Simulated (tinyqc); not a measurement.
Inside a calculation. Method: lattice vibrations of a chain. Computed by tinyqc, a small Python program that keeps every step. Command: `OMP_NUM_THREADS=1 python tinyqc.py 21635 21636 out.jsonl` (the two numbers bound the seeds that draw the settings). One thread of a shared host (Intel(R) Xeon(R) Processor @ 2.60GHz), about 0.01 s of CPU time with the checks.

## Dynamical matrix at q = 0.14

A chain moving along its axis:
```
atom                mass (u)  spring to the next atom (eV/angstrom^2)
1                  95.100000                                 8.900000
2                  27.900000                                24.900000
second neighbours          -                                 2.800000
```

q is in units of 2 pi/a. A spring k from atom i to atom j, n cells on, adds k to Phi_ii and Phi_jj, -k exp(2 pi i q n) to Phi_ij and the conjugate to Phi_ji (for one atom a cell: 2k (1 - cos 2 pi q n)); D_ij = Phi_ij / sqrt(m_i m_j).

D(q) (eV/(angstrom^2 u)):
$$\begin{pmatrix}
0.376766 & -0.480913+0.372466i \\
-0.480913-0.372466i & 1.284245
\end{pmatrix}$$

## Frequencies

omega^2 are the eigenvalues; wavenumber = 521.4708 sqrt(eigenvalue) 1/cm.

eigenvalues: [0.071633, 1.589378]

wavenumbers (1/cm): [139.6, 657.4]

weights |e|^2 of the mass-weighted modes, order atom 1, atom 2:
$$\begin{pmatrix}
0.798956 & 0.201044 \\
0.201044 & 0.798956
\end{pmatrix}$$

## Dispersion and heat capacity

C/k_B per atom = mean over q = (j + 1/2)/80, j = 0..39 and all branches of y^2 e^y/(e^y - 1)^2, y = hc wavenumber / k_B T.

Wavenumbers (1/cm):
```
q           branch 1    branch 2
0.000000    0.000000  652.752534
0.062500   63.962419  653.734148
0.125000  125.447600  656.525176
0.187500  182.077903  660.690867
0.250000  231.671071  665.588833
0.312500  272.327689  670.472076
0.375000  302.504822  674.602390
0.437500  321.070388  677.358279
0.500000  327.335806  678.325408
```

Heat capacity:
```
T (K)  C/k_B per atom
20           0.044728
50           0.117803
100          0.258939
200          0.501799
300          0.680675
600          0.893565
1200         0.971093
```

zero-point energy per atom = 27.093323 meV
